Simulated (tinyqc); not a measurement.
Gain spectrum: optical gain and spontaneous emission in a bulk direct-gap semiconductor.

Parabolic bands, vertical transitions, no excitons. For each hole band j: mr = me mj/(me + mj); joint density of states J_j(E) = (mr/c)^(3/2) sqrt(E - Eg)/(2 pi^2), both spins, c = hbar^2/2m0; averaged matrix element |e.p|^2 = m0 Ep/6; alpha_j(E) = 4 pi^2 alpha_f c Ep J_j/(3 nr E) in 1/angstrom (alpha_f the fine-structure constant, listed as alpha among the constants), times 1e8 for 1/cm.

F_j(eta) = (1/Gamma(j + 1)) integral_0^infinity x^j dx/(1 + exp(x - eta)), which tends to exp(eta) for eta << 0.

Quasi-Fermi levels: n = Nc F_1/2(Fc/kT) and p = Nv F_1/2(Fv/kT), Fc counted up from the conduction edge and Fv down from the valence edge; Nc, Nv from N = 2 (m kB T/(4 pi c))^(3/2) with c = hbar^2/2m0, in 1/angstrom^3; times 1e24 for 1/cm^3, with me and (mhh^(3/2) + mlh^(3/2))^(2/3).

For band j the electron sits at Ee = (E - Eg) mr/me above its edge and the hole at Eh = (E - Eg) mr/mj; fe = 1/(1 + exp((Ee - Fc)/kT)), fh = 1/(1 + exp((Eh - Fv)/kT)); gain g = sum_j alpha_j (fe + fh - 1).

Constants: hbar^2/2m0 = 3.80998211 eV angstrom^2; fine-structure constant alpha = 0.007297352564; kB = 8.617333262e-05 eV/K.

Parameters, chosen for this exercise (near those of InGaAs; shifted at random, so the results belong to these values and not to a real crystal): Eg = 0.763 eV (direct gap); me = 0.0413 m0 (electron mass); mhh = 0.444 m0 (heavy-hole mass); mlh = 0.0544 m0 (light-hole mass); Ep = 22.6 eV (Kane energy); nr = 3.52 (refractive index); T = 250 K; n = 9.1e+17 1/cm^3 (injected density, n = p).

At the density n.

Spectrum:
```
E - Eg (eV)  alpha, empty (1/cm)  fe, heavy  fh, heavy  g (1/cm)
0.005                       1612      0.968      0.138       166
0.010                       2265      0.960      0.136       208
0.030                       3824      0.912      0.127       131
0.045                       4597      0.845      0.120      -136
0.060                       5211      0.743      0.114      -621
0.080                       5875      0.553      0.106     -1637
0.100                       6416      0.346      0.099     -2926
0.130                       7070      0.129      0.089     -4744
0.170                       7738      0.026      0.077     -6441
0.220                       8355      0.003      0.064     -7697
```

Give the missing row, E - Eg (eV) = 0.020.

Computed row:
```
E - Eg (eV)  alpha, empty (1/cm)  fe, heavy  fh, heavy  g (1/cm)
0.020                       3162      0.940      0.131       208
```

Fc + Fv = 0.0387 eV

g is positive below E - Eg = 0.0387 eV; the largest value listed is 208 1/cm at 0.020 eV. At 0.220 eV above the gap g is -0.92 times the absorption of the empty crystal, whose limit is -1.

Computed by tinyqc, a small Python program: `OMP_NUM_THREADS=1 python tinyqc.py 1682098 1682099 out.jsonl` (the numbers bound the seed that draws the inputs); one thread of a shared host (Intel(R) Xeon(R) Processor @ 2.30GHz), about 0.08 s for the whole set of steps.
